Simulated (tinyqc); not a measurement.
Slater-Koster d bands of a bcc metal: one step. The Hamiltonian at one k. Three cases, with inputs chosen for the exercise.

Task: Sum over the neighbours.

Slater-Koster d bands. For a bond with direction cosines (l, m, n) the 5 x 5 block is dds Ps + ddp Pp + ddd (1 - Ps - Pp), the projectors on sigma, pi and delta states about the bond; for instance <xy|xy> = 3 l^2 m^2 dds + (l^2 + m^2 - 4 l^2 m^2) ddp + (n^2 + l^2 m^2) ddd, <xy|yz> = 3 l m^2 n dds + l n (1 - 4 m^2) ddp + l n (m^2 - 1) ddd and <3z2-r2|3z2-r2> = (n^2 - (l^2 + m^2)/2)^2 dds + 3 n^2 (l^2 + m^2) ddp + (3/4)(l^2 + m^2)^2 ddd. H(k) sums the blocks times cos(k.R) over the neighbours; the d level is the zero of energy; k in 2 pi/a.

Neighbours: eight at (a/2)(1,1,1) and equivalents, and six at a(1,0,0) and equivalents with the integrals times f2.

Case 1.

Values chosen (of the size met in Ta; not measured data): dds = -1.362 eV (dd sigma); ddp = 0.722 eV (dd pi); ddd = -0.136 eV (dd delta); f2 = 0.487 (factor on all three integrals for second neighbours); k = (0.6, 0.2, 0.2) 2 pi/a (wave vector).

Case 2.

Values chosen (of the size met in W; not measured data): dds = -1.572 eV (dd sigma); ddp = 0.896 eV (dd pi); ddd = -0.157 eV (dd delta); f2 = 0.487 (factor on all three integrals for second neighbours); k = (0.57, 0.18, 0.06) 2 pi/a (wave vector).

Case 3.

Values chosen (of the size met in Mo; not measured data): dds = -1.181 eV (dd sigma); ddp = 0.732 eV (dd pi); ddd = -0.13 eV (dd delta); f2 = 0.48 (factor on all three integrals for second neighbours); k = (0.34, 0.02, 0.11) 2 pi/a (wave vector).

Give: H(k).

Result:

Case 1.

H(k) (eV), lower triangle:
```
             xy       yz       zx    x2-y2   3z2-r2
xy       0.1802
yz       1.8235   1.1146
zx      -0.4305   1.8235   0.1802
x2-y2         0  -0.2443  -1.0348  -0.2324
3z2-r2   1.1948   0.1410  -0.5974  -0.5781  -0.8999
```

Case 2.

H(k) (eV), lower triangle:
```
             xy       yz       zx    x2-y2   3z2-r2
xy       0.0110
yz       0.7271   1.8926
zx      -0.1031   2.4190   0.5279
x2-y2         0  -0.0615  -0.4336  -0.3626
3z2-r2   1.6655   0.0355  -0.2503  -0.7941  -1.9741
```

Case 3.

H(k) (eV), lower triangle:
```
             xy       yz       zx    x2-y2  3z2-r2
xy      -0.8206
yz       1.0573   0.2604
zx       0.0366   0.1848  -1.0040
x2-y2         0   0.0236  -0.6810   1.1109
3z2-r2   0.1374  -0.0136  -0.3932  -0.6675  0.5636
```

Computed by tinyqc, one run a case: `OMP_NUM_THREADS=1 python tinyqc.py N N+1 out.jsonl` with N = 1451170, 1451181, 1451408; one thread of a shared Intel(R) Xeon(R) Processor @ 2.30GHz, about 0.05 s a run at most.
